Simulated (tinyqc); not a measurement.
Inputs raised by 2 %, one at a time: strain, valley repopulation and piezoresistance in a many-valley conduction band. Computed by tinyqc, a small Python program. Command: `OMP_NUM_THREADS=1 python tinyqc.py 3023342 3023343 out.jsonl valleys sens`. One thread of a shared host (Intel(R) Xeon(R) Processor @ 2.30GHz), about 0.07 s of CPU time with the checks.

Valleys are ellipsoids with mass m_l along the axis a and m_t across it, parabolic, with one constant relaxation time; strain shifts the valleys and leaves the masses alone. Currents are taken along [100], along the load, and along [010], across the load.

Inputs (values chosen for the exercise, for a model crystal):
```
quantity                               value    unit
longitudinal mass m_l                      1     m_0
transverse mass m_t                    0.149     m_0
shear deformation potential Xi_u         9.9      eV
dilation deformation potential Xi_d     0.93      eV
C11                                      155     GPa
C12                                     69.3     GPa
C44                                     75.5     GPa
stress X (tension positive)               53     MPa
electron density n                   6.3e+16  1/cm^3
relaxation time tau                      150      fs
temperature T                            350       K
```

Valley axes: <100> (6 valleys in 3 pairs). Load: uniaxial [100].

Constants: k_B = 8.617333262e-05 eV/K; m_0 = 9.1093837015e-31 kg; k_B = 1.380649e-23 J/K; hbar = 1.054571817e-34 J s; e = 1.602176634e-19 C.

Method:
- Compliances S11 = (C11 + C12)/((C11 - C12)(C11 + 2 C12)), S12 = -C12/((C11 - C12)(C11 + 2 C12)), S44 = 1/C44; stress sigma_ij = X n_i n_j for the unit vector n of the load; e_xx = S11 sigma_xx + S12 (sigma_yy + sigma_zz), e_xy = S44 sigma_xy/2 (tensor strain).
- Herring-Vogt shift of a valley with unit axis a: dE = Xi_d tr(e) + Xi_u a.e.a.
- Each of the 6 valleys holds n_v = N_v (2/sqrt(pi)) F_1/2((E_F - dE_v)/(k_B T)), N_v = 2 (m_d k_B T/(2 pi hbar^2))^(3/2), m_d = (m_l m_t^2)^(1/3); E_F solves sum n_v = n and is counted from the unstrained edge.
- F_j(eta) = int_0^infinity x^j/(1 + exp(x - eta)) dx, without a gamma-function factor. It is evaluated after integrating by parts.
- Integrals over x = E/(k_B T) use 160 Gauss-Legendre points in u = sqrt(x) from 0 to sqrt(max(eta, 0) + 32).
- Mobility tensor mu = e tau sum_v (n_v/n) [1/m_t + (1/m_l - 1/m_t) a a^T]; unstrained mu_0 = e tau (1/m_l + 2/m_t)/3; resistivity along d from the inverse tensor, rho_d = d.mu^-1.d/(n e), mobility along d = 1/(d.mu^-1.d); gauge pi_d = (rho_d/rho_0 - 1)/X.
- With eta_0 the reduced Fermi level without strain, r = F_-1/2(eta_0)/(2 F_1/2(eta_0)) (1 for a classical gas) and c = r (Xi_u/k_B T) (m_l - m_t)/(2 m_l + m_t): pi11 = -(2/3) c (S11 - S12), pi12 = -pi11/2, pi44 = 0, with S11 - S12 = 1/(C11 - C12).

Runs; columns: (1) input moved; (2) from; (3) to; (4) mobility along the first direction (cm^2/(V s)); (5) mobility along the second direction (cm^2/(V s)); (6) splitting (highest minus lowest) (meV); (7) degeneracy factor r:
```
(1)                                         (2)      (3)     (4)     (5)     (6)      (7)
base run                                      -        -  1333.8  1235.6  6.1225  0.99921
longitudinal mass m_l (m_0)                   1     1.02  1332.3  1233.8  6.1225  0.99922
transverse mass m_t (m_0)                 0.149  0.15198  1309.2  1213.2  6.1225  0.99923
C11 (GPa)                                   155    158.1  1331.6  1236.7  5.9088  0.99921
C44 (GPa)                                  75.5    77.01  1333.8  1235.6  6.1225  0.99921
stress X (tension positive) (MPa)            53    54.06  1335.1  1235.0  6.2450  0.99921
relaxation time tau (fs)                    150      153  1360.5  1260.3  6.1225  0.99921
dilation deformation potential Xi_d (eV)   0.93   0.9486  1333.8  1235.6  6.1225  0.99921
```

Exponents ln(y'/y) / ln(x'/x); columns: (1) input; (2) mobility along the first direction; (3) mobility along the second direction; (4) splitting (highest minus lowest); (5) degeneracy factor r:
```
(1)                                     (2)     (3)     (4)    (5)
longitudinal mass m_l                -0.057  -0.075   0.000  0.000
transverse mass m_t                  -0.942  -0.924   0.000  0.001
C11                                  -0.083   0.045  -1.794  0.000
C44                                   0.000   0.000   0.000  0.000
stress X (tension positive)           0.048  -0.026   1.000  0.000
relaxation time tau                   1.000   1.000   0.000  0.000
dilation deformation potential Xi_d   0.000   0.000   0.000  0.000
```

Which inputs matter most for each result?

Among the inputs moved here: mobility along the first direction answers most in size to relaxation time tau (exponent +1.000), next to transverse mass m_t (-0.942); its exponent is below 0.0005 for C44, dilation deformation potential Xi_d. Its exponent +1.000 in relaxation time tau: mu = e tau/m. Mobility along the second direction answers most in size to relaxation time tau (exponent +1.000), next to transverse mass m_t (-0.924); its exponent is below 0.0005 for C44, dilation deformation potential Xi_d. Splitting (highest minus lowest) answers most in size to C11 (exponent -1.794), next to stress X (tension positive) (+1.000); its exponent is below 0.0005 for longitudinal mass m_l, transverse mass m_t, C44, relaxation time tau, dilation deformation potential Xi_d. Its exponent +1.000 in stress X (tension positive): shifts are linear in strain. Degeneracy factor r hardly depends on these (all exponents below 0.005).

Extremes, crossings and ranges named in words are read from the listed rows.
